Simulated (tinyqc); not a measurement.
Reflectance across the plasma edge: free-carrier optics of a doped semiconductor (Drude model with one polar phonon).

eps(E) = ei [1 - Ep^2/(E^2 + i E Gam)] + (es - ei) wT^2/(wT^2 - E^2 - i E gT), with Ep^2 = 8 pi c (e^2/(4 pi eps0)) N/(m ei), c = hbar^2/2m0, N in 1/angstrom^3 (1e-24 per 1/cm^3); Gam = hbar/tau, tau = mu m m0/e with m0/e = 5.685630e-12 kg/C and mu in m^2/(V s). Energies in meV.

n + i k = sqrt(eps1 + i eps2) with k >= 0; R = ((n - 1)^2 + k^2)/((n + 1)^2 + k^2) at normal incidence from vacuum; alpha = 2 E k/(hbar c), times 1e8 for 1/cm; loss function Im(-1/eps) = eps2/(eps1^2 + eps2^2).

Constants: hbar^2/2m0 = 3.80998211 eV angstrom^2; e^2/(4 pi eps0) = 14.39964547 eV angstrom; hbar = 6.58211957e-16 eV s; hbar c = 1973.269805 eV angstrom.

Values chosen for the exercise (mass and dielectric values near those of InSb; N and mu are free inputs; interband absorption and the rise of the mass with filling are left out; shifted at random, so the results belong to these values and not to a real crystal):
- N = 1.2e+17 1/cm^3 (carrier density)
- m = 0.0141 m0 (conductivity mass)
- mu = 7400 cm^2/(V s) (mobility)
- ei = 15.97 (high-frequency dielectric constant)
- wT = 22.1 meV (TO phonon)
- es = 17.33 (static dielectric constant)
- gT = 0.7 meV (phonon damping)

Spectrum:

| E (meV) | eps1 | eps2 | R | alpha (1/cm) |
|---|---|---|---|---|
| 2.7 | -72.64 | 369.83 | 0.877 | 4.10e+03 |
| 8.1 | -44.64 | 85.20 | 0.811 | 6.89e+03 |
| 13.6 | -19.94 | 31.15 | 0.734 | 7.35e+03 |
| 19.0 | -3.11 | 14.69 | 0.533 | 5.80e+03 |
| 23.0 | -16.17 | 14.29 | 0.746 | 1.01e+04 |
| 27.1 | -0.40 | 5.81 | 0.349 | 4.84e+03 |
| 29.8 | 2.71 | 4.41 | 0.217 | 3.35e+03 |
| 33.9 | 5.74 | 3.05 | 0.205 | 2.12e+03 |
| 40.7 | 8.81 | 1.81 | 0.252 | 1.25e+03 |
| 54.2 | 11.86 | 0.79 | 0.303 | 629 |
| 81.3 | 14.12 | 0.24 | 0.336 | 262 |
| 135.5 | 15.30 | 0.05 | 0.351 | 91.6 |

How do the results move, and what explains it?

Ep = 27.1 meV and Gam = 11.1 meV. R is 0.877 at the lowest energy and lowest, 0.205, at 33.9 meV of those listed; without damping and phonon it would vanish at Ep sqrt(ei/(ei - 1)) = 28.0 meV. At the highest energy R is 0.351, against 0.360 for ei alone. Between the last two rows alpha goes as E^-2.06, where the Drude limit far above Ep and Gam is E^-2. Inside the metallic range the phonon cuts a dip in R near L-, below wT = 22.1 meV, which the rows may miss.

Computed by tinyqc, a small Python program: `OMP_NUM_THREADS=1 python tinyqc.py 1650024 1650025 out.jsonl` (the numbers bound the seed that draws the inputs); one thread of a shared host (Intel(R) Xeon(R) Processor @ 2.30GHz), about 0.01 s for the whole set of steps.
